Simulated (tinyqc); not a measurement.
Thin-film transistor with exponential tail and deep states, accumulation layer: course of the iteration: surface potential by Newton steps.

An undoped film in accumulation, thicker than the space-charge layer. With band bending psi the Fermi level lies E0 - psi below the band edge. Free electrons n = n0 exp(psi/Vt) carry the current; electrons in two exponential distributions of traps, a = a0 exp(psi/Va) and d = d0 exp(psi/Vp), do not. Linear regime, ohmic contacts, traps in equilibrium.

Va = kB Tt/q, Vp = kB Td/q. G(psi) = sum over the three kinds of c0 [V (exp(psi/V) - 1) - psi], field F = sqrt(2 q G/(eps0 eps_r)); Vg = psi + eps0 eps_r F/Ci at the surface. f = psi + eps0 eps_r F/Ci - Vg, f' = 1 + q rho/(Ci F) with rho = sum c0 (exp(psi/V) - 1); psi(new) = psi - f/f'.

Stop when psi changes by less than 1e-10 V, or after 30 iterations. psi must stay between 0 and 5 V.

Parameters, values chosen for the exercise; values close to those of an organic semiconductor:
- T = 290 K (temperature)
- eps_r = 3.2 (relative permittivity of the semiconductor)
- Tt = 440 K (characteristic temperature of the tail)
- Td = 1330 K (characteristic temperature of the deep states)
- Ci = 60 nF/cm^2 (gate capacitance)
- Vg = 3.9 V (gate voltage above flat band)

Constants: q = 1.602176634e-19 C, kB = 1.380649e-23 J/K, Vt = kB T/q, eps0 = 8.8541878128e-14 F/cm where lengths are in cm. Results are converted to the units shown.

psi at the start = 0.45 V
n0 = 1.34203e13 cm^-3
a0 = 7.41864e15 cm^-3
d0 = 7.59482e15 cm^-3

Course of the iteration:
```
iteration   psi (V)  |change| (V)
1          0.391601        0.0584
2          0.337663        0.0539
3          0.299446        0.0382
4          0.284481        0.0150
5          0.282715       1.77e-3
6          0.282693       2.16e-5
7          0.282693       3.16e-9
8          0.282693       < 1e-14
```

Did this iteration meet its convergence test, and what does its course show?

Yes. Converged in 8 iterations. At the end the number of correct digits about doubles with each step.

Range of the model: The th form assumes a Fermi level far below the band edge; at the surface it overcounts the filled tail by a factor of about 1.2.

Numbers from tinyqc (`OMP_NUM_THREADS=1 python tinyqc.py 2610106 2610107 out.jsonl`; about 0.02 s on one thread of a shared Intel Xeon 2.30GHz).
